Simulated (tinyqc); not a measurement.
## MOS inversion layer, Poisson-Schroedinger loop: effect of the sheet density of electrons

Electrons confined at an insulator interface at z = 0, treated as a hard wall; parabolic valleys, Hartree approximation, no image or exchange terms. The depletion charge lies far deeper than the electrons and gives a uniform field q Nd/(eps0 eps_r); the gate balances all charge. Energies are counted from the band edge at the interface.

Schroedinger equation -(C/mz) psi'' + (V0 + U + dE for set B) psi = E psi, C = hbar^2/(2 m0), psi(0) = 0, on a uniform mesh of 800 nodes with a far wall at 85 nm, 8 levels a set; V0 = q Nd z/(eps0 eps_r); dU/dz = q (Ns - integral of n from 0 to z)/(eps0 eps_r), U(0) = 0; N_k = g md m0 q Vt/(pi hbar^2) ln(1 + exp((EF - E_k)/Vt)), g the number of valleys of the set, sum N_k = Ns. Triangular well: E_k = a_k (C F^2/mz)^(1/3), a_1 = 2.338107, a_2 = 4.087949, C = hbar^2/(2 m0), F in eV/nm. Fang-Howard (all electrons in the lowest level of set A): b^3 = 6 (mz1/C) q (Nd + 11 Ns/32)/(eps0 eps_r), centroid 3/b, level C b^2/(4 mz1) + (3/b) q (Nd + 11 Ns/16)/(eps0 eps_r). The centroid adds 3.9 z_av/eps_r to an oxide-equivalent thickness.

Inputs (values chosen for the exercise); masses and permittivity close to those of silicon (100):
```
symbol   value   unit                                     meaning
T          200      K                                 temperature
eps_r     11.6                              relative permittivity
mz1      0.927     m0  mass along z of valley set A (2 valley(s))
md1      0.187     m0    in-plane density-of-states mass of set A
mz2      0.191     m0  mass along z of valley set B (4 valley(s))
md2       0.42     m0    in-plane density-of-states mass of set B
Nd      1.1e11  cm^-2           sheet density of depletion charge
dE           0     eV               extra shift of set B (strain)
```

Constants: q = 1.602176634e-19 C, kB = 1.380649e-23 J/K, hbar = 1.054571817e-34 J s, m0 = 9.1093837015e-31 kg, Vt = kB T/q, eps0 = 8.8541878128e-14 F/cm where lengths are in cm, hbar^2/(2 m0) = 0.0380998212 eV nm^2. Results are converted to the units shown.

Effect of the sheet density of electrons:
```
Ns (cm^-2),A1 (meV),B1 (meV),EF (meV),share of A1 (%),share of set A (%),centroid z_av (nm),added oxide equivalent (nm),Fang-Howard centroid (nm)
1e11,17.2,28.0,-71.8,15.3,36.6,9.90,3.33,4.35
2.1e11,22.5,35.8,-50.5,18.4,38.6,8.77,2.95,4.02
4.5e11,32.2,50.0,-22.7,24.2,42.5,7.24,2.43,3.55
9.7e11,49.1,73.9,14.1,34.2,49.4,5.56,1.87,2.99
2.1e12,77.7,113,64.1,48.0,59.5,4.04,1.36,2.42
4.4e12,123,172,132,61.7,69.8,2.91,0.980,1.94
9.4e12,199,271,241,71.6,77.4,2.10,0.707,1.53
2e13,327,439,422,74.6,79.4,1.57,0.528,1.19
```

As Ns goes from 1e11 to 2e13, A1 rises from 17.2 to 327 meV, the share of A1 rises from 15.3 to 74.6 % and the centroid falls from 9.90 to 1.57 nm. A1 goes as Ns^(0.66) between the last two rows (a triangular well in the field of that charge alone gives 2/3). EF lies more than 2 meV above A1 for Ns = 4.4e12, 9.4e12, 2e13. The Fang-Howard centroid is 56 % below the full one in the first row, where A1 holds 15.3 %, and 24 % below it in the last, where A1 holds 74.6 %. For Ns = 1e11, 2.1e11, 4.5e11 the eighth level of a set still holds over 0.4 % of the electrons, so more levels and a farther wall would raise the centroid.

Numbers from tinyqc (`OMP_NUM_THREADS=1 python tinyqc.py 2160108 2160109 out.jsonl`; about 0.8 s on one thread of a shared Intel Xeon 2.30GHz).
